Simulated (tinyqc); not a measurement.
From one set of inputs to another, one input at a time: decay of LO phonons and the hot-phonon bottleneck in the cooling of electrons. Computed by tinyqc, a small Python program. Command: `OMP_NUM_THREADS=1 python tinyqc.py 3023052 3023053 out.jsonl hotphonon ladder`. One thread of a shared host (Intel(R) Xeon(R) Processor @ 2.30GHz), about 0.01 s of CPU time with the checks.

n(E, T) = 1/(exp(E/(k_B T)) - 1) is the Bose occupation. Electrons have a temperature T_e; the LO modes within their reach share one occupation N; the decay products stay at the lattice temperature.

The inputs printed are set A. Set A is modelled on indium phosphide; the values taken over come from a set modelled on gallium arsenide. Inputs not listed in the table keep their values of set A, so the rows need not describe a real material.

Inputs (values chosen for the exercise, modelled on indium phosphide):
```
quantity                                             value    unit
LO energy hbar omega                                  42.6     meV
lifetime at T = 0, tau_0                                14      ps
lattice temperature T                                   77       K
electron mass m*                                    0.0751     m_0
eps_inf                                               9.51       -
static dielectric constant eps_s                      12.5       -
electron density n                                 1.3e+19  1/cm^3
density of LO modes that the electrons reach, N_m  5.8e+19  1/cm^3
power supplied per electron P                          1.1      nW
```

Decay channel: two equal phonons (Klemens).

Constants: k_B = 8.617333262e-05 eV/K; c = 299792458 m/s; e^2/(4 pi eps_0) = 14.39964548 eV angstrom; hbar^2/(2 m_0) = 3.80998212 eV angstrom^2; hbar = 6.582119569e-16 eV s; e = 1.602176634e-19 C.

Method:
- Decay rate 1/tau = (1/tau_0) [1 + 2 n(hbar omega/2)].
- Full width Gamma = 1/(2 pi c tau) in 1/cm, c in cm/s.
- Froehlich coupling alpha = (e^2/(4 pi eps_0)) (1/eps_inf - 1/eps_s) k_0/(2 hbar omega), k_0 = sqrt(m* hbar omega/(hbar^2/(2 m_0))); emission time tau_sp = hbar/(2 alpha hbar omega); bottleneck ratio r = (n/N_m) tau/tau_sp.
- Net emission per electron: [(N + 1) x - N]/tau_sp with x = exp(-hbar omega/(k_B T_e)), a simple two-level balance; steady state of the modes: n [(N + 1) x - N]/tau_sp = N_m (N - N_0)/tau; power per electron P = hbar omega [(N + 1) x - N]/tau_sp.
- With p = P tau_sp/(hbar omega): N = N_0 + r p and x = (p + N)/(N + 1); without hot phonons N = N_0. The mode temperature T_LO solves n(hbar omega, T_LO) = N.

Each row keeps all changes above it:
```
input moved                                                    from       to  electron temperature T_e (K)  Raman width Gamma (1/cm)  bottleneck ratio r
set A                                                             -        -                         440.7                    0.4111               46.15
electron mass m* (m_0)                                       0.0751    0.066                         441.3                    0.4111               43.27
lifetime at T = 0, tau_0 (ps)                                    14      8.9                         344.4                    0.6467               27.51
power supplied per electron P (nW)                              1.1      1.4                         393.6                    0.6467               27.51
eps_inf                                                        9.51     10.9                         406.3                    0.6467               12.84
density of LO modes that the electrons reach, N_m (1/cm^3)  5.8e+19    3e+19                         601.1                    0.6467               24.83
lattice temperature T (K)                                        77      150                         515.7                    0.8808               18.23
electron density n (1/cm^3)                                 1.3e+19  2.9e+18                         271.4                    0.8808                4.07
```

Where does the difference come from?

Electron temperature T_e goes from 441 to 271, a factor 0.616 in all. The largest single move comes from electron density n (a factor 0.526), and density of LO modes that the electrons reach, N_m works against it (a factor 1.48). Raman width Gamma goes from 0.411 to 0.881, a factor 2.14 in all. The largest single move comes from lifetime at T = 0, tau_0 (a factor 1.57). Bottleneck ratio r goes from 46.2 to 4.07, a factor 0.0881 in all. The largest single move comes from electron density n (a factor 0.223), and density of LO modes that the electrons reach, N_m works against it (a factor 1.93). The single moves hold for this order of the switches; the total does not depend on the order.

Caution (all rows): the electrons are degenerate; Pauli blocking and the Fermi energy, left out here, matter.

Extremes, crossings and ranges named in words are read from the listed rows.
